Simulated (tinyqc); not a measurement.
Quantum limit of the contact resistance of a two-dimensional channel: one step of the calculation.

Parabolic band with gv valleys, C = hbar^2/(2 m0), eta = (EF - Ec)/(kB T). Landauer picture: each mode conducts 2 q^2/h, and the contacts and the channel add incoherently in series, 1/Tt - 1 = 2 (1/tc - 1) + L/lam for the total transmission Tt.

Problem. Resistances. RQ = (h/2q^2)/M for the whole device, R = RQ/Tt; the part of one contact is Rc = RQ (1/tc - 1/2) and the channel adds RQ L/lam.

Parameters, values chosen for the exercise: transmission of each contact tc = 0.89; back-scattering length of the channel lam = 30 nm; channel length L = 130 nm.

Constants: q = 1.602176634e-19 C, h = 6.62607015e-34 J s. Results are converted to the units shown.

M = 192.46564 1/um

Wanted: RQ; Rc; channel; R; Tt.

Solution.

RQ = 67.058 ohm um
Rc = 41.817 ohm um
channel = 290.59 ohm um
R = 374.22 ohm um
Tt = 0.17919

The two contacts make up 22.3 % of R.

tinyqc, about 0.01 s, one thread, Intel Xeon 2.30GHz (shared host): `OMP_NUM_THREADS=1 python tinyqc.py 2760104 2760105 out.jsonl`
